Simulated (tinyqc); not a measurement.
Raising U: Hubbard ring of 5 sites, mean field against exact. Computed by the program tinyqc. Collinear unrestricted mean field (the lowest of 40 random starts) against exact diagonalisation.

one-body matrix (hopping and site energies) (eV):
```
         1        2        3        4        5
1   0.0000  -1.1800   0.0000   0.0000  -1.1800
2  -1.1800   0.0000  -1.1800   0.0000   0.0000
3   0.0000  -1.1800   0.0000  -1.1800   0.0000
4   0.0000   0.0000  -1.1800   0.0000  -1.1800
5  -1.1800   0.0000   0.0000  -1.1800   0.0000
```

electrons, up and down: 3  2

Exact and mean-field results (eV):
```
U          U/t   E exact  E mean field  mean |n_up - n_down|  double occupancy, exact  first gap in the sector
0.590    0.500  -6.22684      -6.20417                 0.200                    0.221                    0.000
1.180    1.000  -5.60210      -5.50998                 0.220                    0.202                    0.000
2.360    2.000  -4.53122      -4.16797                 0.335                    0.161                    0.000
3.540    3.000  -3.69685      -3.03793                 0.611                    0.123                    0.000
4.720    4.000  -3.06810      -2.31916                 0.787                    0.092                    0.000
7.080    6.000  -2.23950      -1.56189                 0.909                    0.053                    0.000
14.160  12.000  -1.19624      -0.78528                 0.978                    0.016                    0.000
23.600  20.000  -0.72914      -0.47170                 0.992                    0.006                    0.000
```

Estimate the missing row, U = 9.44.

Computed row:
```
U        U/t   E exact  E mean field  mean |n_up - n_down|  double occupancy, exact  first gap in the sector
9.440  8.000  -1.74320      -1.17526                 0.949                    0.033                    0.000
```

In absolute terms mean field is worst at U/t = 4.0, 0.749 eV too high: at small U it is nearly exact, and at large U it misses only exchange-scale energies. Relative to the exact energy its error is 0.4 % at the smallest U, 35 % at most and 35 % at the largest. The double occupancy falls from 0.221 to 0.006; the lowest level is degenerate at every U, so the first gap stays zero.
